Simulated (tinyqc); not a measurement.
# Global model of a low-pressure process discharge: electron temperature, density, ion flux and ion energy, step by step

A worked calculation. Computed by tinyqc, a small Python program that keeps every step. Command: `OMP_NUM_THREADS=1 python tinyqc.py 3111260 3111261 out.jsonl plasma walk`. One thread of a shared host (Intel(R) Xeon(R) Processor @ 2.30GHz), about 0.01 s of CPU time with the checks. Intermediate numbers are printed to about 6 digits and carried at full precision; extremes and crossings named in words are read from the listed rows.

Maxwellian electrons with temperature T_e in eV, one positive ion, no negative ions, uniform bulk density n; rate constants have the Arrhenius form.

Inputs (values chosen for the exercise, of the order of those of an inductive discharge in a simple atomic gas):

| quantity | value | unit |
|---|---|---|
| ion mass M | 35.5 | u |
| ionisation prefactor K0 | 2.3e-14 | m^3/s |
| ionisation energy E_iz | 14.7 | eV |
| excitation prefactor X0 | 7.7e-15 | m^3/s |
| excitation energy E_ex | 9.04 | eV |
| elastic rate constant K_el | 1.6e-13 | m^3/s |
| ion-neutral cross section | 1.1e-18 | m^2 |
| pressure p | 0.52 | Pa |
| gas temperature T_g | 500 | K |
| radius R | 24 | cm |
| height L | 13 | cm |
| absorbed power P | 290 | W |
| bias power P_b | 55 | W |
| radius of the biased electrode | 5 | cm |
| bias frequency | 60 | MHz |
| mixing | 0.3 | - |

Constants: k_B = 1.380649e-23 J/K; e = 1.602176634e-19 C; u = 1.6605390666e-27 kg; m_0 = 9.1093837015e-31 kg; eps_0 = 8.8541878128e-12 F/m.

## Geometry factors

n_g = p/(k_B T_g); lambda_i = 1/(n_g sigma); h_L = 0.86/sqrt(3 + L/(2 lambda_i)), h_R = 0.8/sqrt(4 + R/lambda_i); A_eff = 2 pi R^2 h_L + 2 pi R L h_R; d_eff = pi R^2 L/A_eff.

gas density n_g = 7.53269e+19 1/m^3

ion mean free path = 1.20686 cm

h_L = 0.296978

h_R = 0.163688

A_eff = 1395.68 cm^2

d_eff = 16.8550 cm

## A fixed-point cycle for T_e

Particle balance: K0 exp(-E_iz/T_e) n_g d_eff = u_B, u_B = sqrt(e T_e/M). Cycle: T_out = T sqrt(loss/creation) with loss/creation = u_B/(K0 exp(-E_iz/T) n_g d_eff); T -> T + mixing (T_out - T), kept between 0.3 and 60 eV, from 3 eV; stop at |T_out - T| < 1e-9 eV or after 60 steps.

Course:

| step | T (eV) | T_out (eV) | residual (eV) |
|---|---|---|---|
| 0 | 3.00000 | 3.43778 | 4.37778e-01 |
| 1 | 3.13133 | 3.27274 | 1.41403e-01 |
| 2 | 3.17375 | 3.22545 | 5.16981e-02 |
| 3 | 3.18926 | 3.20882 | 1.95609e-02 |
| 4 | 3.19513 | 3.20262 | 7.49017e-03 |
| 5 | 3.19738 | 3.20026 | 2.88086e-03 |
| 6 | 3.19824 | 3.19935 | 1.10991e-03 |
| ... | ... | ... | ... |
| 15 | 3.19879 | 3.19879 | 2.09413e-07 |
| 16 | 3.19879 | 3.19879 | 8.07654e-08 |
| 17 | 3.19879 | 3.19879 | 3.11493e-08 |
| 18 | 3.19879 | 3.19879 | 1.20135e-08 |
| 19 | 3.19879 | 3.19879 | 4.63332e-09 |
| 20 | 3.19879 | 3.19879 | 1.78696e-09 |
| 21 | 3.19879 | 3.19879 | 6.89187e-10 |

last residual = 6.89187e-10 eV

Converged in 22 steps.

## Electron temperature

Root found by bracketing.

T_e = 3.19879 eV

Bohm velocity u_B = 2948.55 m/s

K_iz = 2.32236e-16 m^3/s

## Energy per pair and density

E_c = E_iz + (X0 exp(-E_ex/T_e) E_ex + K_el (3 m_0/M) T_e)/K_iz; wall potential V_s = (T_e/2) ln(M/(2 pi m_0)); E_T = E_c + 2 T_e + T_e/2 + V_s; n = P/(e u_B A_eff E_T); ion current density J = e h_L n u_B; ionised share n/n_g.

collisional loss per pair E_c = 32.5596 eV

wall potential V_s = 14.7781 V

E_T = 55.3347 eV

plasma density n = 7.94866e+10 1/cm^3

ion current density J = 1.11516 mA/cm^2

ionised share = 0.00105522

Collisions take 59 % of the power and the walls the rest. T_e came from the particle balance alone; the power sets only n.

## Biased electrode

All bias power goes to ions: V_b = P_b/(J pi r^2). Debye length at the sheath edge lambda_D = sqrt(eps_0 T_e/(e h_L n)); Child-law sheath s = (sqrt2/3) lambda_D (2 V/T_e)^(3/4), V = V_b + V_s; ion transit time tau_i = 3 s sqrt(M/(2 e V)); collisions in the sheath s/lambda_i.

bias voltage V_b = 627.965 V

lambda_D = 86.5371 micrometre

sheath width s = 3.66149 mm

ion transit time = 185.836 ns

transit time over bias period = 11.1501

s/lambda_i = 0.303390

Ions take many periods to cross and see the mean voltage: a narrow energy distribution.

## Pressure series at fixed power

n_g = p/(k_B T_g), lambda_i = 1/(n_g sigma), K_iz = K0 exp(-E_iz/T_e), h_L = 0.86/sqrt(3 + L/(2 lambda_i)), h_R = 0.8/sqrt(4 + R/lambda_i), A_eff = 2 pi R^2 h_L + 2 pi R L h_R and d_eff = pi R^2 L/A_eff follow p. E_c = E_iz + (X0 exp(-E_ex/T_e) E_ex + K_el (3 m_0/M) T_e)/K_iz; E_T = E_c + (5/2) T_e + (T_e/2) ln(M/(2 pi m_0)); n = P/(e u_B A_eff E_T); J = e h_L n u_B. Pressures without a root below 2 E_iz are left out.

Against pressure:

| p (Pa) | T_e (eV) | E_c (eV) | E_T (eV) | n (1/cm^3) | J (mA/cm^2) |
|---|---|---|---|---|---|
| 0.1 | 6.82176 | 21.657 | 70.228 | 2.83685e+10 | 0.83782 |
| 0.2 | 4.62498 | 25.026 | 57.955 | 4.78335e+10 | 1.03763 |
| 0.5 | 3.24043 | 32.156 | 55.227 | 7.80765e+10 | 1.11636 |
| 1.0 | 2.62870 | 40.991 | 59.707 | 1.03775e+11 | 1.04575 |
| 2.0 | 2.20458 | 54.699 | 70.395 | 1.29054e+11 | 0.89382 |
| 5.0 | 1.81354 | 85.242 | 98.155 | 1.55913e+11 | 0.64436 |
| 10.0 | 1.59843 | 124.197 | 135.578 | 1.67997e+11 | 0.46736 |
| 20.0 | 1.42912 | 187.049 | 197.225 | 1.71667e+11 | 0.32158 |

T_e falls from 6.82 to 1.43 eV, n changes by a factor 6.1 and J by 0.38; in J = P h_L/(A_eff E_T), E_T changes by a factor 2.81 and is least at 0.5 Pa, between wall losses at high T_e and excitation losses at low T_e.

Checks made by the program: cycle against bracketing (relative difference 1e-10).
